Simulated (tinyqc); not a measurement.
# From one set of inputs to another, one input at a time

Model: a particle near a wafer in liquid: double-layer and van der Waals forces (DLVO), deposition barrier and removal. Computed by tinyqc, a small Python program. Command: `OMP_NUM_THREADS=1 python tinyqc.py 3110157 3110158 out.jsonl dlvo ladder`. One thread of a shared host (Intel(R) Xeon(R) Processor @ 2.30GHz), about 0.01 s of CPU time with the checks.

Sphere and flat wall, Derjaguin approximation, constant potentials in the linear-superposition form, no retardation and no hydration force.

The inputs printed are set A. Inputs not listed in the table keep their values of set A, so the rows need not describe a real material.

Inputs (values chosen for the exercise, of the order of those for ceria on silica in water):
```
quantity,value,unit
particle radius R,15,nm
Hamaker constant A,1.3e-20,J
potential of the particle psi_1,56,mV
potential of the wafer psi_2,-62,mV
salt concentration c,0.065,mol/L
valence z of the symmetric salt,1,-
temperature T,323,K
dielectric constant of the liquid,69.9,-
contact distance h0,0.4,nm
contact radius over R,0.034,-
viscosity,0.51,mPa s
```

Constants: e = 1.602176634e-19 C; N_A = 6.02214076e+23 1/mol; eps_0 = 8.8541878128e-12 F/m; k_B = 1.380649e-23 J/K; k_B = 8.617333262e-05 eV/K.

Method. kappa^2 = 2 z^2 e^2 N_A (1000 c)/(eps eps_0 k_B T); gamma_i = tanh(z e psi_i/(4 k_B T)); Z = 64 pi eps eps_0 (k_B T/(z e))^2 gamma_1 gamma_2. Adhesion F_a = A R/(6 h0^2) [1 + a^2/(R h0)] - kappa Z R exp(-kappa h0), a the contact radius. Drag in a shear flow F_d = 1.7 x 6 pi mu R^2 G, acting at 1.4 R; rolling starts when 1.4 R F_d = a F_a. Wall shear stress = mu G.

Each row keeps all changes above it:
```
input moved,from,to,net adhesion F_a (pN),wall shear stress for rolling (Pa)
set A,-,-,418,1408
Hamaker constant A (J),1.3e-20,3.5e-20,777,2616
contact radius over R,0.034,0.13,1099,14160
salt concentration c (mol/L),0.065,0.0018,939,12094
potential of the wafer psi_2 (mV),-62,-49,931,11987
particle radius R (nm),15,190,63006,5058
potential of the particle psi_1 (mV),56,-42,62168,4990
```

Where does the difference come from?

net adhesion F_a goes from 418 to 62200, a factor 149 in all. The largest single move comes from particle radius R (a factor 67.7). Wall shear stress for rolling goes from 1410 to 4990, a factor 3.54 in all. The largest single move comes from contact radius over R (a factor 5.41), and particle radius R works against it (a factor 0.422). The single moves hold for this order of the switches; the total does not depend on the order.

Caution (rows salt concentration c, potential of the wafer psi_2): kappa R is not large, so the Derjaguin approximation is only rough at gaps of the order of the Debye length.

Extremes, crossings and ranges named in words are read from the listed rows.
